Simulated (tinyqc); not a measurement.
Charge control and current of a heterostructure field-effect transistor: one step, computed by the program tinyqc.

Two subbands in a triangular well; E_F is counted from the conduction band edge of the channel at the interface.

Question. Saturation current. With V = e n_s/C_g and V_c = v_s L/mu: for v = mu F/(1 + mu F/v_s), V_Dsat = V_c (sqrt(1 + 2V/V_c) - 1) and I/W = C_g v_s (V - V_Dsat); g_m = dI/dV; extrinsic g_m/(1 + g_m R_S); f_T = g_m/(2 pi C_g L).

Inputs (values chosen for the exercise, modelled on AlGaN/GaN):

| quantity | value | unit |
|---|---|---|
| conduction band offset dE_c | 0.38 | eV |
| mobility mu | 1700 | cm^2/(V s) |
| saturation velocity v_s | 1.1 | 1e7 cm/s |
| gate length L | 270 | nm |
| source resistance R_S | 0 | ohm mm |
| temperature T | 300 | K |

Charge source: polarisation. Velocity law: smooth.

sheet density n_s = 9.425064e+12 1/cm^2

gate capacitance C_g = 0.3964967 microfarad/cm^2

Constants: e = 1.602176634e-19 C.

Give: V; V_c; V_Dsat; saturation current I/W; intrinsic g_m; extrinsic g_m; intrinsic f_T.

Answer.

V = 3.8085 V

V_c = 0.17471 V

V_Dsat = 0.99202 V

saturation current I/W = 1228.4 mA/mm

intrinsic g_m = 370.84 mS/mm

extrinsic g_m = 370.84 mS/mm

intrinsic f_T = 55.132 GHz

V/V_c = 21.80: velocity saturation rules; I is 74 % of e n_s v_s = 1660 mA/mm. Caution: E_F lies above the conduction band minimum of the barrier, so electrons would spill into the barrier.
